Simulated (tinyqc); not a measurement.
Photoconductance decay in a wafer: bulk and surface recombination modes, and iron detection by pair splitting: one step, computed by the program tinyqc. Command: `OMP_NUM_THREADS=1 python tinyqc.py 3113871 3113872 out.jsonl pcd walk`. One thread of a shared host (Intel(R) Xeon(R) Processor @ 2.30GHz), about 0.01 s of CPU time with the checks.

Both faces of the wafer have the same S; injection is low and all coefficients are constant. x runs from -W/2 to W/2.

Problem. Decay rates of the even modes. Even modes cos(a x) obey b tan b = S W/(2 D) with b = a W/2, odd modes sin(a x) obey -b cot b = S W/(2 D); each decays at the rate 1/tau_b + D a^2.

Inputs (values chosen for the exercise, modelled on p-type silicon):

| quantity | value | unit |
|---|---|---|
| thickness W | 200 | micrometre |
| diffusivity D | 21.5 | cm^2/s |
| bulk lifetime tau_b without iron | 380 | microsecond |
| surface recombination velocity S | 2.3 | cm/s |

Give: the table «The first four even modes: b, surface rate and decay time» with the columns b_n, surface rate D a^2 (1/s), decay time (microsecond), for n = 0, 1, 2, 3.

Solution.

The first four even modes: b, surface rate and decay time:

| n | b_n | surface rate D a^2 (1/s) | decay time (microsecond) |
|---|---|---|---|
| 0 | 0.033 | 2.299e+02 | 3.495e+02 |
| 1 | 3.142 | 2.122e+06 | 4.706e-01 |
| 2 | 6.283 | 8.488e+06 | 1.178e-01 |
| 3 | 9.425 | 1.910e+07 | 5.235e-02 |
